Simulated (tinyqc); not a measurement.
Worked calculation: band folding and unfolding in a supercell of a chain. Values are carried at full precision from step to step, so a last printed digit may differ when a step is redone from the rounded ones.

A chain with hopping -t and n = 4 sites a supercell. H(K) has v_j on the diagonal, -t between neighbours and -t exp(2 pi i K) on the bond that closes the cell (from the last site to the first of the next cell). The point K holds the n wave vectors k_m = (K + m)/n of the primitive zone, in 2 pi/a, m = 0 to n - 1, with E0 = -2t cos(2 pi k_m). The unfolding weight of a state c on k_m is |sum_j c_j exp(-2 pi i k_m j)|^2/n, j = 0 to n - 1.

Inputs chosen for the exercise: t = 1.3 eV (hopping); v = (1.07, 0, 0, 0) eV (site energies in the supercell); Kq = 0.25 2 pi/(n a) (wave vector in the small zone).

## Folded levels and Fourier components

List k_m and E0; V_q = (1/n) sum_j v_j exp(-2 pi i q j/n) couples k_m to k_(m+q).

Folded band:
```
m  k_m (2 pi/a)  E0 (eV)
0        0.0625  -2.4021
1        0.3125   0.9950
2        0.5625   2.4021
3        0.8125  -0.9950
```

V_0, V_1, ... (eV): 0.2675  0.2675  0.2675

## Supercell Hamiltonian

Fill in H(K).

H (eV), lower triangle (Hermitian):
```
          1        2        3  4
1    1.0700
2   -1.3000        0
3         0  -1.3000        0
4  -1.3000i        0  -1.3000  0
```

## Levels and unfolding weights

Diagonalise and project each state on the k_m.

levels (eV): -2.20576  -0.74659  1.25210  2.77026

weights:
```
     level 1  level 2  level 3  level 4
m=0   0.9691   0.0215   0.0046   0.0048
m=1   0.0036   0.0194   0.9363   0.0407
m=2   0.0018   0.0059   0.0468   0.9455
m=3   0.0255   0.9532   0.0123   0.0090
```

The purest state keeps 96.9 % on one k and the most mixed (level 3) 93.6 %; rows and columns each add to one.

## Moments of the spectral function

For each k_m: mean sum_i W E_i and variance sum_i W E_i^2 less the mean squared. The mean must be E0 plus the average of v, and the variance that of v.

Moments:
```
m  mean (eV)  variance (eV^2)
0     -2.135            0.215
1      1.262            0.215
2      2.670            0.215
3     -0.727            0.215
```

The average of v is 0.2675 eV and its variance 0.2147 eV^2: the virtual crystal gives the mean, and the variance is the spread of weight over several levels that it leaves out.

## Checks

- Variance of the spectral function against the variance of v: they agree to 1e-10 or better.
- Levels for v = 0 against the folded band: they agree to 1e-10 or better.

(tinyqc, `OMP_NUM_THREADS=1 python tinyqc.py 1450772 1450773 out.jsonl`, Intel(R) Xeon(R) Processor @ 2.30GHz, 1 thread, shared host, about 0.01 s.)
